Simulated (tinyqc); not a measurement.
# Fermi velocity from one capacitance

Inverse problem. At zero temperature and without traps graphene has Cq = 2 q^3 phi/(pi hbar^2 vF^2), charge Cq phi/2, 1/C_G = 1/Cox + 1/Cq and Vg = phi + Cq phi/(2 Cox). Find Cq, phi, vF and n.

Constants: q = 1.602176634e-19 C, hbar = 1.054571817e-34 J s. Results are converted to the units shown.

Vg = 0.89980822 V
C_G = 1.3021482 uF/cm^2
Cox = 1.6443492 uF/cm^2

Solution. The series relation gives Cq, the voltage relation phi = Vg/(1 + Cq/(2 Cox)), and the formula for Cq then vF.

Cq = 6.26 uF/cm^2
phi = 0.310 V
vF = 1.08e6 m/s
n = 6.05e12 cm^-2

Program tinyqc, `OMP_NUM_THREADS=1 python tinyqc.py 2200130 2200131 out.jsonl`; Intel Xeon 2.30GHz, shared host, one thread, about 0.01 s.
